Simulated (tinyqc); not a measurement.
# One level coupled to a phonon between two leads, self-consistent Born approximation: what changes with what

Wide-band leads with mu_L = +V/2 and mu_R = -V/2; phonons in equilibrium, Nq = 1/(exp(w0/kB T) - 1). Scattering links only energies that differ by w0, so a ladder E_k = E1 + k w0 closes on itself; terms that reach past its ends are dropped. Gn and Gp are the electron and hole parts of the spectral function A = Gn + Gp.

Parameters, values chosen for the exercise: temperature of leads and phonons T = 300 K; phonon energy w0 = 36 meV; level ed = -24 meV; coupling to the left lead GL = 23 meV; coupling to the right lead GR = 24 meV; electron-phonon matrix element M = 13 meV; bias V = 139 mV.

Constants: q = 1.602176634e-19 C, kB = 1.380649e-23 J/K, h = 6.62607015e-34 J s, Vt = kB T/q. Results are converted to the units shown.

Each table varies one quantity; the others keep the values above.

## Effect of the level position

|G|^2 = 1/[(E - ed)^2 + (GL + GR + Sin + Sout)^2/4], Gn = |G|^2 (GL fL + GR fR + Sin), Gp = |G|^2 (GL (1 - fL) + GR (1 - fR) + Sout), f = 1/(1 + exp((E - mu)/kB T)). Sin(E) = M^2 [(Nq + 1) Gn(E + w0) + Nq Gn(E - w0)], Sout(E) = M^2 [(Nq + 1) Gp(E - w0) + Nq Gp(E + w0)]. Spectral currents into the level: iL = GL [fL Gp - (1 - fL) Gn], iR = GR [fR Gp - (1 - fR) Gn]. Here E - ed is replaced by E - ed - R(E), with the real part R(E) = (1/2 pi) P int [Sin + Sout](y) dy/(E - y). The total for one spin is I = (q/h) times the integral of iL over all E (all ladders, each long enough that its ends do not matter); the power given to phonons is (1/h) times the integral of E (iL + iR).

Results:

| ed (meV) | I (uA) | I without phonons (uA) | ratio of the two | power to phonons (nW) | share of I V (%) |
|---|---|---|---|---|---|
| 0 | 1.881 | 1.923 | 0.9782 | 5.270 | 2.015 |
| 20 | 1.821 | 1.860 | 0.9791 | 4.919 | 1.943 |
| 40 | 1.648 | 1.677 | 0.9829 | 3.986 | 1.740 |
| 60 | 1.387 | 1.398 | 0.9920 | 2.786 | 1.446 |
| 80 | 1.082 | 1.074 | 1.007 | 1.672 | 1.111 |
| 120 | 0.5467 | 0.5247 | 1.042 | 0.3944 | 0.5190 |
| 140 | 0.3695 | 0.3514 | 1.051 | 0.1660 | 0.3232 |
| 160 | 0.2500 | 0.2373 | 1.053 | 0.06892 | 0.1984 |

Estimate the missing row, ed = 100 meV.

Computed row:

| ed (meV) | I (uA) | I without phonons (uA) | ratio of the two | power to phonons (nW) | share of I V (%) |
|---|---|---|---|---|---|
| 100 | 0.7888 | 0.7690 | 1.026 | 0.8648 | 0.7887 |

With this row back in the table: I falls from 1.88 to 0.250 uA as the level leaves the window |E| < 69.5 meV; the ratio to the current without phonons rises from 0.978 to 1.05. The power to phonons falls from 5.27 to 0.0689 nW.

## Effect of the coupling

Same model as above.

The same in every row: I without phonons (uA) = 1.832.

Effect of the coupling:

| M (meV) | I (uA) | ratio of the two | power to phonons (nW) | share of I V (%) |
|---|---|---|---|---|
| 1.8 | 1.832 | 0.9996 | 0.1081 | 0.04246 |
| 5.1 | 1.827 | 0.9968 | 0.8449 | 0.3328 |
| 8.4 | 1.817 | 0.9913 | 2.184 | 0.8648 |
| 11.7 | 1.802 | 0.9833 | 3.974 | 1.586 |
| 15 | 1.783 | 0.9729 | 6.066 | 2.448 |
| 18.3 | 1.760 | 0.9604 | 8.337 | 3.408 |
| 21.6 | 1.733 | 0.9458 | 10.69 | 4.437 |

The ratio to the current without phonons falls from 1.00 to 0.946, and the power to phonons rises from 0.108 to 10.7 nW, as M^(1.97) between the first two rows (lowest order gives 2). Phonons lower the current here: the level lies inside the bias window, and broadening, sidebands and the shift R move weight out of it.

Range of the model: The self-consistent Born approximation keeps only non-crossing phonon lines and no Hartree shift; it is rough once the coupling nears the phonon energy.

Program tinyqc, `OMP_NUM_THREADS=1 python tinyqc.py 2720110 2720111 out.jsonl`; Intel Xeon 2.30GHz, shared host, one thread, about 0.2 s.
